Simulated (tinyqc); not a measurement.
Length of a molecular wire: coherent transport through a tight-binding bridge. Computed by the program tinyqc. 

A uniform bridge between two chains:
```
parameter,value
site energy (eV),1.390000
hopping in the bridge (eV),1.030000
lead hopping (eV),1.940000
couplings (eV),"1.06, 0.36"
E (eV),-0.350000
```

T = Gamma_L Gamma_R |G_1n|^2 with the self-energies of semi-infinite chains.

Transmission against length:
```
sites,T,ln T
2,3.5586e-02,-3.336
3,4.9122e-02,-3.013
4,1.4782e-01,-1.912
5,3.4444e-01,-1.066
6,7.5764e-02,-2.580
7,3.8683e-02,-3.252
8,3.7940e-02,-3.272
9,7.0730e-02,-2.649
10,3.1264e-01,-1.163
```

E lies inside the band of the bridge (|E - e|/2h = 0.845 < 1): T does not decay but oscillates with length, between 0.036 and 0.344 here, as levels of the bridge pass E.
